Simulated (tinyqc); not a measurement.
p-i-n junction, non-linear Poisson equation by Newton steps: one step of the calculation.

One dimension, p side on the left, n side on the right; net doping C = -Na for x < 0, 0 for 0 < x < Li and +Nd beyond. The potential psi is counted from the intrinsic level, and the quasi-Fermi potentials are flat: 0 for holes and -V for electrons, so n = ni exp((psi + V)/Vt) and p = ni exp(-psi/Vt) (Boltzmann statistics, full ionisation, no current).

Question. Densities, residual and Jacobian diagonal. n_i = ni exp((psi_i + V)/Vt), p_i = ni exp(-psi_i/Vt), rho_i = p_i - n_i + C_i, g_i = (n_i + p_i)/Vt. Box widths w_i = (h_(i-1) + h_i)/2 in cm. Residual F_i = a_i (psi_(i+1) - psi_i) - a_(i-1) (psi_i - psi_(i-1)) + q rho_i w_i; Jacobian: a_(i-1) and a_i beside the diagonal, b_i = -a_(i-1) - a_i - q g_i w_i on it. The two end nodes are fixed.

Parameters, values chosen for the exercise:
```
symbol,value,unit,meaning
T,400,K,temperature
V,0,V,bias of the p side against the n side
```

Constants: q = 1.602176634e-19 C, kB = 1.380649e-23 J/K, Vt = kB T/q. Results are converted to the units shown.

| node | x (nm) | psi at the start (V) | net doping C (cm^-3) |
|---|---|---|---|
| 0 | -299 | -0.54724674 | -8.2e16 |
| 1 | -193 | -0.54724674 | -8.2e16 |
| 2 | -115 | -0.54563429 | -8.2e16 |
| 3 | -57.6 | -0.31110216 | -8.2e16 |
| 4 | -15.5 | 0.11358060 | -8.2e16 |
| 5 | 15.5 | 0.50077089 | 0 |
| 6 | 49.9 | 0.58832394 | 0 |
| 7 | 87.9 | 0.58832394 | 0 |
| 8 | 130 | 0.58832394 | 0 |
| 9 | 177 | 0.58832394 | 0 |
| 10 | 229 | 0.58832394 | 0 |
| 11 | 286 | 0.58832394 | 2.7e17 |
| 12 | 350 | 0.58832394 | 2.7e17 |

| interval | coupling a_i (F/cm^2) |
|---|---|
| 0 | 1.0274199e-7 |
| 1 | 1.3962373e-7 |
| 2 | 1.8973260e-7 |
| 3 | 2.5868530e-7 |
| 4 | 3.5131132e-7 |
| 5 | 3.1658869e-7 |
| 6 | 2.8659608e-7 |
| 7 | 2.5868530e-7 |
| 8 | 2.3171598e-7 |
| 9 | 2.0943560e-7 |
| 10 | 1.9106405e-7 |
| 11 | 1.7016642e-7 |

ni = 1.0442594e10 cm^-3

Give: n; p; residual F; diagonal b.

Answer.

| node | n (cm^-3) | p (cm^-3) |
|---|---|---|
| 0 | 1329.9 | 8.2000e16 |
| 1 | 1329.9 | 8.2000e16 |
| 2 | 1393.5 | 7.8252e16 |
| 3 | 1.2563e6 | 8.6801e13 |
| 4 | 2.8175e11 | 3.8704e8 |
| 5 | 2.1293e16 | 5121.2 |
| 6 | 2.7000e17 | 403.88 |
| 7 | 2.7000e17 | 403.88 |
| 8 | 2.7000e17 | 403.88 |
| 9 | 2.7000e17 | 403.88 |
| 10 | 2.7000e17 | 403.88 |
| 11 | 2.7000e17 | 403.88 |
| 12 | 2.7000e17 | 403.88 |

| node | residual F (1e-7 C/cm^2) | diagonal b (F/cm^2) |
|---|---|---|
| 1 | 0.0023 | -3.7489e-6 |
| 2 | 0.4021 | -2.7918e-6 |
| 3 | 0.0007 | -4.5043e-7 |
| 4 | -0.2185 | -6.1000e-7 |
| 5 | -1.1946 | -9.9155e-7 |
| 6 | -1.8432 | -5.1463e-6 |
| 7 | -1.7325 | -5.5715e-6 |
| 8 | -1.9272 | -6.0814e-6 |
| 9 | -2.1413 | -6.6534e-6 |
| 10 | -2.3576 | -7.2402e-6 |
| 11 | 0.0000 | -7.9539e-6 |

Program tinyqc, `OMP_NUM_THREADS=1 python tinyqc.py 2000098 2000099 out.jsonl`; Intel Xeon 2.30GHz, shared host, one thread, about 0.07 s.
